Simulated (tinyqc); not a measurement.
Inside a calculation. Method: LDA (PW92) atom on a uniform radial grid, spin-unpolarised, for Be. Computed by tinyqc, a small Python program that keeps every step. Settings: Z = 4, points = 192, R = 11.8, functional = lda,pw, mixing = 1.0, iteration cap = 58. Command: `OMP_NUM_THREADS=1 python tinyqc.py 24848 24849 out.jsonl` (the two numbers bound the seeds that draw the settings). One thread of a shared host (Intel(R) Xeon(R) Processor @ 2.60GHz), about 0.2 s of CPU time with the checks. Later iterations appear only in the table of the cycle.

## Iteration 1

Spherical atom on a uniform radial grid r_j = j h with h = R/(N + 1), h sum u^2 = 1 and integrals as h times sums, u(0) = u(R) = 0 (atomic units):
```
parameter            value
Z                        4
points N               192
R                11.800000
h                 0.061140
mixing            1.000000
electrons in 1s          2
electrons in 2s          2
```

Three-point differences turn -u''/2 + [l(l+1)/2r^2 - Z/r + V] u = e u into a tridiagonal matrix (diagonal 1/h^2 + potential, off-diagonal -1/2h^2). D = sum f u^2; the Hartree potential y/r solves y'' = -D/r with y(0) = 0, y(R) = N_e; v_xc comes from rho = D/(4 pi r^2); E = sum f e - int D V + int D (V_H/2 + eps_xc); V(new) = V + mixing (V_H + v_xc - V).

eigenvalues (hartree): 1s -7.883830, 2s -1.992579

Every 12th grid point:
```
r              V in     u(1s)      u(2s)         D       V_H       v_xc
0.733679   0.000000  0.632649  -0.440001  1.187692  4.183973  -0.616408
1.467358   0.000000  0.069189  -0.853229  1.465575  2.573294  -0.428471
2.201036   0.000000  0.005675  -0.521578  0.544151  1.801767  -0.247493
2.934715   0.000000  0.000414  -0.230458  0.106222  1.361624  -0.127573
3.668394   0.000000  0.000028  -0.086768  0.015057  1.090286  -0.062301
4.402073   0.000000  1.86e-06  -0.029676  0.001761  0.908655  -0.029217
5.135751   0.000000  1.18e-07  -0.009518  0.000181  0.778853  -0.013217
5.869430   0.000000  7.40e-09  -0.002916  0.000017  0.681497  -0.005792
6.603109   0.000000  4.55e-10  -0.000863  1.49e-06  0.605775  -0.002471
7.336788   0.000000  2.77e-11  -0.000248  1.23e-07  0.545198  -0.001032
8.070466   0.000000         0  -0.000070  9.81e-09  0.495634  -0.000424
8.804145   0.000000         0  -0.000019  7.52e-10  0.454331  -0.000172
9.537824   0.000000         0  -0.000005  5.59e-11  0.419383  -0.000069
10.271503  0.000000         0  -1.42e-06         0  0.389427  -0.000028
11.005181  0.000000         0  -3.58e-07         0  0.363465   0.000000
11.738860  0.000000         0  -2.00e-08         0  0.340749   0.000000
```

total energy = -13.33261588 hartree

## Iteration 2

As before.

eigenvalues (hartree): 1s -2.915809, 2s -0.037276

Every 12th grid point:
```
r              V in     u(1s)      u(2s)         D       V_H       v_xc
0.733679   3.567565  0.763424  -0.048637  1.170365  3.362241  -0.613596
1.467358   2.144823  0.167308  -0.392963  0.364823  2.051398  -0.280284
2.201036   1.554274  0.031501  -0.520123  0.543041  1.540830  -0.247340
2.934715   1.234050  0.005628  -0.518035  0.536785  1.241410  -0.207233
3.668394   1.027985  0.000981  -0.461730  0.426390  1.034914  -0.169152
4.402073   0.879437  0.000169  -0.391065  0.305863  0.882824  -0.137326
5.135751   0.765637  0.000029  -0.322910  0.208542  0.766750  -0.111720
5.869430   0.675705  4.93e-06  -0.262767  0.138093  0.675881  -0.091226
6.603109   0.603304  8.41e-07  -0.211411  0.089389  0.603241  -0.074674
7.336788   0.544166  1.43e-07  -0.167948  0.056413  0.544110  -0.061091
8.070466   0.495210  2.44e-08  -0.131039  0.034343  0.495205  -0.049711
8.804145   0.454159  4.16e-09  -0.099341  0.019737  0.454183  -0.039922
9.537824   0.419314  7.08e-10  -0.071621  0.010259  0.419342  -0.031197
10.271503  0.389399  1.21e-10  -0.046779  0.004377  0.389420  -0.023000
11.005181  0.363465  2.01e-11  -0.023819  0.001135  0.363465  -0.014551
11.738860  0.340749         0  -0.001818  0.000007  0.340749  -0.002756
```

total energy = -14.12870780 hartree

## Convergence

Stop when input and output potentials agree to 1e-7.

Course of the cycle (hartree):
```
iteration             E      e(1s)      e(2s)  largest |V(out) - V(in)|
1          -13.33261588  -7.883830  -1.992579                  6.67e+00
2          -14.12870780  -2.915809  -0.037276                  1.84e+00
3          -14.21205116  -4.083722  -0.297191                  6.15e-01
4          -14.22158580  -3.668543  -0.178520                  1.98e-01
5          -14.22257088  -3.802334  -0.213462                  6.44e-02
6          -14.22267716  -3.758572  -0.201715                  2.10e-02
7          -14.22268848  -3.772858  -0.205528                  6.86e-03
8          -14.22268969  -3.768187  -0.204277                  2.24e-03
9          -14.22268982  -3.769714  -0.204685                  7.33e-04
10         -14.22268984  -3.769214  -0.204552                  2.40e-04
11         -14.22268984  -3.769378  -0.204595                  7.83e-05
12         -14.22268984  -3.769324  -0.204581                  2.56e-05
13         -14.22268984  -3.769342  -0.204586                  8.37e-06
14         -14.22268984  -3.769336  -0.204584                  2.74e-06
15         -14.22268984  -3.769338  -0.204585                  8.95e-07
16         -14.22268984  -3.769337  -0.204585                  2.93e-07
17         -14.22268984  -3.769338  -0.204585                  9.57e-08
```

Converged in 17 iterations. A uniform grid resolves the cusp poorly: for a bare nucleus this grid gives 1s at -7.88383 against -Z^2/2 = -8 hartree. Before convergence this energy mixes input and output and is not variational, so it may rise towards its limit.
